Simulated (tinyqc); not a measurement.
Worked calculation: scattering of inversion-layer electrons by surface optical phonons of the gate insulator (remote phonon scattering). Computed by tinyqc, a small Python program that keeps every step. Command: `OMP_NUM_THREADS=1 python tinyqc.py 3111642 3111643 out.jsonl sophonon walk`. One thread of a shared host (Intel(R) Xeon(R) Processor @ 2.30GHz), about 0.02 s of CPU time with the checks. Intermediate numbers are printed to about 6 digits and carried at full precision; extremes and crossings named in words are read from the listed rows.

One subband with the Fang-Howard envelope; insulator and channel are half-spaces, the gate is far away, and an interlayer only moves the polar surface away by t (its own modes and its permittivity contrast are left out).

Inputs (values chosen for the exercise, modelled on SiO2 on silicon): static constant of the insulator eps_0s = 3.81; intermediate constant eps_i = 3.05; optical constant eps_inf = 2.47; hbar omega_TO1 = 55.3 meV; hbar omega_TO2 = 135 meV; constant of the channel eps_s = 11.7; in-plane mass m = 0.193 m_0; valleys g_v = 2; sheet density n = 1.5e+12 1/cm^2; mean distance of the electrons z0 = 3/b = 2.1 nm; interlayer thickness t = 1.4 nm; temperature T = 150 K; electron energy E = 86 meV; mobility from other processes = 280 cm^2/(V s).

Screening by the channel electrons: static.

Constants: k_B = 8.617333262e-05 eV/K; hbar^2/(2 m_0) = 3.80998212 eV angstrom^2; e^2/(4 pi eps_0) = 14.39964548 eV angstrom; hbar = 6.582119569e-16 eV s; e = 1.602176634e-19 C; m_0 = 9.1093837015e-31 kg.

## Surface modes and strengths

eps(w) = eps_inf + (eps_0s - eps_i) w1^2/(w1^2 - w^2) + (eps_i - eps_inf) w2^2/(w2^2 - w^2). Surface modes solve eps(w) + eps_s = 0, a quadratic in w^2; the strength of a mode is g = 2/(w d eps/dw). Occupation N = 1/(exp(hbar w/(k_B T)) - 1).

hbar omega_SO (meV): 1 56.695, 2 137.763

strengths g: 1 0.00326656, 2 0.00283054

occupations N: 1 0.0126057, 2 0.0000235

hbar omega g (2 N + 1) (meV): 1 0.189867, 2 0.389963

The lower mode has the larger hbar omega g N, the prefactor of absorption before the dependence on q: 0.00233 and 9.17e-6 meV.

## The electron gas

Density of states D = g_v m/(pi hbar^2); eta = E_F/(k_B T) = ln(exp(n/(D k_B T)) - 1); screening wave number q_s = e^2 D/(2 eps_0 eps_avg) x 1/(1 + exp(-eta)), eps_avg = (eps_s + eps_inf)/2; b = 3/z0.

D = 1.61244e+14 1/(eV cm^2)

eta = 0.0523901

q_s = 1.05651 1/nm

b = 1.42857 1/nm

## Squared matrix elements

For a mode of strength g, without the occupation factor, Area x |M(q)|^2 = e^2 hbar w g/(2 eps_0 q) x (b/(b + q))^6 exp(-2 q t) / (1 + (q_s/q) H(q))^2, H = (1 + 9 x/8 + 3 x^2/8)/(1 + x)^3, x = q/b.

Area x |M|^2 (meV^2 nm^2):
```
q (1/nm)  (b/(b + q))^6  exp(-2 q t)   mode 1   mode 2
0.05           0.813501     0.869358  54.6892  115.151
0.10           0.666342     0.755784  79.2436  166.852
0.20           0.455587     0.571209  82.0964  172.858
0.30           0.318631     0.431711  63.0624  132.781
0.50           0.165195     0.246597  27.2943   57.470
0.80           0.069383     0.106459   5.9838   12.599
1.20           0.025769     0.034735   0.7258    1.528
```

## Rates at the energy E

Approximate momentum relaxation rate, taking tau v alike in the initial and final states: 1/tau = (m/(2 pi hbar^3)) sum over modes and over absorption (N, E' = E + hbar w) and emission (N + 1, E' = E - hbar w > 0) of [(1 - f(E'))/(1 - f(E))] int_0^(2 pi) Area |M(q)|^2 (1 - cos theta) d theta, q^2 = k^2 + k'^2 - 2 k k' cos theta, f the Fermi function; 48 midpoints in theta from 0 to pi.

rates (1/ps): mode 1 absorption 0.0000889, mode 1 emission 0.0194438, mode 2 absorption 0.0000002, mode 2 emission 0.0000000

tau at E = 51195.8 fs

## Mobility

mu = (e/m) int tau E f (1 - f) dE/(k_B T int f dE), by 300 midpoints from 0 to (max(eta, 0) + 14) k_B T; Matthiessen sum with the other processes.

remote-phonon mobility = 2.57586e+07 cm^2/(V s)

total mobility = 279.997 cm^2/(V s)

loss of mobility = 0.00108700 %

Caution: a relaxation time is only an approximation for inelastic scattering, and static or no screening brackets the true dynamic screening only roughly.

## What an interlayer buys

The formulas are those given above.

Against the interlayer thickness:
```
t (nm)  remote-phonon mobility (cm^2/(V s))  total (cm^2/(V s))
0.0                             3.00000e+06             279.974
0.3                             4.90208e+06             279.984
0.6                             7.88980e+06             279.990
1.0                             1.44911e+07             279.995
1.5                             2.95872e+07             279.997
2.0                             5.73604e+07             279.999
3.0                             1.87577e+08             280.000
```

1 nm of interlayer raises the remote-phonon mobility by a factor 4.83, as exp(2 q t) with an effective q of 0.79 per nm; between 2 and 3 nm the effective q is 0.59. The total stays at 280 over the first nanometre.

Checks made by the program: sum of strengths against 1/(eps_s + eps_inf) - 1/(eps_s + eps_0s) (relative difference below 1e-10).
